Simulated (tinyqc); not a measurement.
Inside a calculation. Model: electron-beam lithography: double-Gaussian proximity function, edge placement and dose correction for parallel lines. Computed by tinyqc, a small Python program that keeps every step. Command: `OMP_NUM_THREADS=1 python tinyqc.py 3114343 3114344 out.jsonl proximity walk`. One thread of a shared host (Intel(R) Xeon(R) Processor @ 2.30GHz), about 0.01 s of CPU time with the checks. Intermediate numbers are printed to about 6 digits and carried at full precision; extremes and crossings named in words are read from the listed rows.

Lines are infinitely long. Absorbed energy is counted so that the middle of a very large area written at dose 1 receives 1; the resist develops where it exceeds 1/2.

Inputs (values chosen for the exercise, of the order of those for 30 keV electrons in resist on silicon):
```
quantity                              value               unit
forward range alpha                   0.017         micrometre
backscatter range beta                  4.6         micrometre
backscatter ratio eta                  0.47                  -
base dose D0                             79  microcoulomb/cm^2
beam current                            9.3                 nA
pixel size                                4                 nm
width of the test line                 0.04         micrometre
pattern density around the test line   0.55                  -
```

line widths (micrometre): 0.06  0.038  1.6  0.043  5.4

gaps between the lines (micrometre): 3.6  3.1  0.062  0.076

Constants: e = 1.602176634e-19 C.

## Layout

The first line starts at x = 0; each next one starts after the width and the gap.

Lines (micrometre):
```
line  left edge  right edge       centre
1         0.000       0.060  3.00000e-02
2         3.660       3.698  3.67900e+00
3         6.798       8.398  7.59800e+00
4         8.460       8.503  8.48150e+00
5         8.579      13.979  1.12790e+01
```

## Interaction matrix

f(r) = [exp(-r^2/alpha^2)/alpha^2 + eta exp(-r^2/beta^2)/beta^2]/(pi (1 + eta)). A line from a to b at dose d gives E(x) = d [S(alpha) + eta S(beta)]/(1 + eta), S(s) = [erf((b - x)/s) - erf((a - x)/s)]/2. M_ij is the mean of E at the two edges of line i from line j at dose 1.

M:
```
          1         2         3         4         5
1  0.342489  0.000794  0.004375  0.000058  0.001369
2  0.001254  0.341092  0.030498  0.000567  0.020849
3  0.000178  0.000731  0.400438  0.001580  0.113996
4  0.000080  0.000501  0.059910  0.341704  0.141492
5  0.000037  0.000245  0.034415  0.001045  0.484512
```

## Dose correction

Uncorrected edge energies are M 1. Solve M d = 1/2 for the doses d that put the mean edge energy of every line at the threshold.

edge energies at dose 1: 1 0.349085, 2 0.394260, 3 0.516924, 4 0.543688, 5 0.520254

corrected doses: 1 1.44049, 2 1.31378, 3 0.96865, 4 0.89345, 5 0.96046

largest over smallest dose = 1.61227

Line 1 needs the most and line 4 the least; a narrow isolated line much wider than alpha would need 1 + eta = 1.47.

## Printed widths

Edges are the roots of E(x) = 1/2 between a line centre and the middle of the next gap. Three cases: dose 1 everywhere; one common dose equal to the mean of d; the corrected doses.

Width error, printed less drawn (nm):
```
line  drawn width (nm)    dose 1  mean dose  corrected
1                   60  -14.1448   -8.99317   0.000001
2                   38   -9.7580   -4.86445   0.000021
3                 1600    1.5091    6.17659   0.002854
4                   43    3.8920    8.64220   0.000058
5                 5400    1.8024    6.47590   0.000602
```

With the common mean dose the errors span 17.6 nm. With corrected doses the largest error is below 0.01 nm.

## Dose to size and latitude

A test line of width w << beta in surroundings of density rho, all at dose d: near its edge E(x) = d [S + eta rho]/(1 + eta), S = [erf((b - x)/alpha) - erf((a - x)/alpha)]/2 for edges a and b, the second term being the background energy. Dose to size d_s = (1 + eta)/(erf(w/alpha) + 2 eta rho), dose = d_s D0; edge slope d [1 - exp(-w^2/alpha^2)]/(sqrt(pi) alpha (1 + eta)); width change per 1 % of dose = 2 x 0.01 x (1/2)/slope.

dose to size d_s = 0.969578

dose = 76.5966 microcoulomb/cm^2

edge slope = 0.0218035 1/nm

width change per 1 % of dose = 0.458642 nm

background energy = 0.170501

The background supplies 34 % of the threshold.

## Shot noise and writing time

With dose = d_s D0: electrons per pixel N = dose x pixel area/e; relative noise 1/sqrt(N); time per cm^2 of pattern area = dose x density/current; pixel rate = current/(dose x pixel area).

electrons per pixel = 76.4926

shot noise = 11.4338 %

writing time per cm^2 = 1.25831 h

pixel rate = 758.845 MHz

Checks made by the program: corrected edge energies (relative difference below 1e-10).
